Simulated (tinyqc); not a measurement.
Single-photon avalanche diode, trigger probability and counting: course of the iteration: trigger probability by substitution.

A multiplication layer of width W with the uniform field V/W; alpha = an exp(-bn/E) for electrons, beta = ap exp(-bp/E) for holes (local model, no dead space). a = alpha W, b = beta W. Electrons enter at x = 0, holes at x = W. P0 is the probability that an electron entering at 0 starts a lasting avalanche, PW the same for a hole entering at W.

PW = P0 exp(b - a)/(1 - P0 + P0 exp(b - a)); P0(new) = 1 - (1 - PW)^(a/b).

Stop when P0 changes by less than 1e-9, or after 400 iterations. The rule counts as met only at a root strictly between 0 and 1.

P0 at the start = 0.3
a = 0.831385
b = 2.62545

Course of the iteration:
```
iteration        P0  |change|
1          0.332107    0.0321
2          0.354820    0.0227
3          0.370249    0.0154
4          0.380468    0.0102
5          0.387129   6.66e-3
6          0.391428   4.30e-3
7          0.394186   2.76e-3
8          0.395948   1.76e-3
9          0.397071   1.12e-3
...             ...       ...
32         0.399031   3.25e-8
33         0.399031   2.06e-8
34         0.399031   1.31e-8
35         0.399031   8.31e-9
36         0.399031   5.27e-9
37         0.399031   3.35e-9
38         0.399031   2.12e-9
39         0.399031   1.35e-9
40         0.399031  8.55e-10
```

Did this iteration meet its convergence test, and what does its course show?

Yes. Converged in 40 iterations. At the end each change is about 0.63 times the one before: linear convergence.

Computed by the program tinyqc: `OMP_NUM_THREADS=1 python tinyqc.py 2630149 2630150 out.jsonl`, one thread of a shared Intel Xeon 2.30GHz, about 0.01 s for the whole run.
